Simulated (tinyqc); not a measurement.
# Programming of a floating-gate cell by Fowler-Nordheim tunnelling: two studies

Per tunnel area the floating gate has Ctun = 3.9 eps0/tox to the channel (0 V) and Ccg to the control gate, Ct = Ctun/(1 - ag), no other coupling. With the threshold shift U = -Q/Ccg the field is F = ag (Vg - U)/tox, and dU/dt = J/Ccg. Fowler-Nordheim: J = A F^2 exp(-B/F), A = q^2/(16 pi^2 hbar mo phi) (times 1e14 for A/cm^2 with F in V/nm, emitter mass m0), B = (4/3) sqrt(mo/C) phi^1.5, C = hbar^2/(2 m0).

Values chosen for this exercise; oxide values close to those of silicon dioxide: tunnel barrier phi = 3.04 eV; tunnelling mass mo = 0.4 m0; tunnel oxide thickness tox = 9.9 nm; coupling ratio Ccg/Ct ag = 0.64; threshold shift at the start Vt0 = -2.7 V; control-gate voltage Vg = 16.2 V.

Constants: q = 1.602176634e-19 C, hbar = 1.054571817e-34 J s, m0 = 9.1093837015e-31 kg, eps0 = 8.8541878128e-14 F/cm where lengths are in cm, hbar^2/(2 m0) = 0.0380998212 eV nm^2. Results are converted to the units shown.

Each table varies one quantity; the others keep the values above.

## Programming by a staircase of pulses

Pulse i = 1, 2, ... has the height 14.7 V + (i - 1) 0.3 V and lasts 0.38 us; each starts from the U that the last one left. Exact: exp(B/F(t)) = exp(B/F(0)) + K t, K = A B ag/(Ccg tox), and U = Vg - tox F/ag.

Results:
```
N	last pulse (V)	U (V)	gain of the last pulse (V)	F at its end (V/nm)
1	14.70	-2.570	0.1301	1.116
3	15.30	-2.225	0.1864	1.133
4	15.60	-2.013	0.2113	1.139
6	16.20	-1.531	0.2499	1.146
8	16.80	-0.9940	0.2735	1.150
11	17.70	-0.1358	0.2905	1.153
14	18.60	0.7496	0.2967	1.154
18	19.80	1.944	0.2992	1.154
```

Estimate the missing row, N = 2.

Computed row:
```
N	last pulse (V)	U (V)	gain of the last pulse (V)	F at its end (V/nm)
2	15.00	-2.411	0.1588	1.126
```

With this row back in the table: The gain of a pulse rises from 0.130 to 0.299 V and settles at the step of 0.3 V: the field at the end of a pulse becomes steady, 1.15 V/nm, so U follows the gate one to one whatever it started from. It is within 5 % of the step from pulse 11 on among the rows. In every row the field stays above 10 MV/cm, which wears the oxide.

## Threshold shift against time

Same model as above.

Result of one run:
```
t (s)	F (V/nm)	J (A/cm^2)	U (V)	dU/dlog10 t (V)
1.2e-7	1.2068	1.0598	-2.4671	0.47226
```

What becomes of these results when the time t is changed from 1.2e-7 to 0.00017 s, all else the same?

Result of the changed run:
```
t (s)	F (V/nm)	J (A/cm^2)	U (V)	dU/dlog10 t (V)
0.00017	0.92835	0.0021179	1.8396	1.3369
```

The whole series:
```
t (s)	F (V/nm)	J (A/cm^2)	U (V)	dU/dlog10 t (V)
1.9e-8	1.2192	1.3119	-2.6589	0.092561
1.2e-7	1.2068	1.0598	-2.4671	0.47226
7.2e-7	1.1630	0.48195	-1.7901	1.2885
4.5e-6	1.0838	0.099288	-0.56502	1.6591
2.8e-5	1.0010	0.014750	0.71588	1.5336
0.00017	0.92835	0.0021179	1.8396	1.3369
0.0011	0.86309	2.8355e-4	2.8491	1.1582
0.0067	0.80807	4.0821e-5	3.7001	1.0156
0.042	0.75891	5.7441e-6	4.4605	0.89585
```

U rises from -2.66 to 4.46 V, while J falls by 5.36 decades, at the end as t^(-1.07). Well past t0 = 4.56e-7 s the stored charge chokes the field and U gains only 0.896 V a decade. In every row the starting field exceeds 12 MV/cm, where the oxide would wear out or break down quickly.

Range of the model: Programming fields of 10 MV/cm and more wear the oxide; trapping and the channel potential are ignored.

Numbers from tinyqc (`OMP_NUM_THREADS=1 python tinyqc.py 2130011 2130012 out.jsonl`; about 0.01 s on one thread of a shared Intel Xeon 2.30GHz).
